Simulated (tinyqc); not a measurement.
Domain walls in a thin film with perpendicular anisotropy: Bloch, Neel and chiral walls, motion and stripe domains: one step, computed by the program tinyqc.

One-dimensional wall: polar angle theta(x), azimuth phi of the moment in the wall (phi = 0 Neel, 90 degrees Bloch). mu_0 = 1.25663706212e-6 T m/A, gamma = 1.76085963023e11 rad/(s T).

Problem. Stripe domains. Dipolar length l = sigma/(mu_0 M_s^2); for t much smaller than the period the domain width is w = 0.955 t exp(pi l/t) (Kaplan and Gehring), given as log10 of w in nm.

Inputs (values chosen for the exercise, for a model film): saturation magnetisation M_s = 511 kA/m; thickness t = 1.9 nm.

wall energy sigma = 10.12781 mJ/m^2

Give: dipolar length l; log10 of the domain width in nm.

Solution.

dipolar length l = 30.86 nm

log10 of the domain width in nm = 22.42

Domains would exceed a millimetre: any device is a single domain in equilibrium.
